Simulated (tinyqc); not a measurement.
What each parameter does: two-dimensional electron gas with Rashba and Dresselhaus coupling.

H = c k^2/m + al (ky sx - kx sy) + b1 (kx sx - ky sy) + gam kx ky (kx sy - ky sx), s the Pauli matrices, x = [100], c = hbar^2/2m0, b1 = gam (pi/L)^2 (hard walls). H = c k^2/m + B.s, so E = c k^2/m -/+ |B| and the lower state has its spin along -B.

Constants: hbar^2/2m0 = 3.80998211 eV angstrom^2.

Inputs chosen for the exercise (of the size met in GaN; shifted at random, so the results belong to these values and not to a real crystal):
```
symbol  value   unit           meaning
m       0.2039  m0             mass
al      0.006   eV angstrom    Rashba constant
gam     0       eV angstrom^3  bulk Dresselhaus constant
L       140     angstrom       width of the (001) well
n       13      1e11/cm^2      sheet density (one subband filled)
```

Splittings 2|B| at k0 = sqrt(2 pi n) along [100], [110] and [-110], and E0 = c k0^2/m; 1e11/cm^2 = 1e-5/angstrom^2.

One parameter was then changed.

Results before and after:
```
case     [100] (meV)  [110] (meV)  [-110] (meV)  E0 (meV)
base          0.3430       0.3430        0.3430     15.26
changed       0.3537       0.3593        0.3266     15.26
```

Which of these changes was made? (a) n = 19.5 1e11/cm^2; (b) m = 0.22429 m0; (c) al = 0.0072 eV angstrom; (d) L = 160 angstrom; (e) gam = 3 eV angstrom^3.

Answer: (e) gam = 3 eV angstrom^3. Of the candidates, run in turn, only this one gives the changed row.

All candidates:
```
case                     [100] (meV)  [110] (meV)  [-110] (meV)  E0 (meV)
base                          0.3430       0.3430        0.3430     15.26
m = 0.22429 m0                0.3430       0.3430        0.3430     13.88
al = 0.0072 eV angstrom       0.4116       0.4116        0.4116     15.26
gam = 3 eV angstrom^3         0.3537       0.3593        0.3266     15.26
L = 160 angstrom              0.3430       0.3430        0.3430     15.26
n = 19.5 1e11/cm^2            0.4200       0.4200        0.4200     22.89
```

Program tinyqc; command `OMP_NUM_THREADS=1 python tinyqc.py 1482294 1482295 out.jsonl`; about 0.01 s on one thread of a shared Intel(R) Xeon(R) Processor @ 2.30GHz.
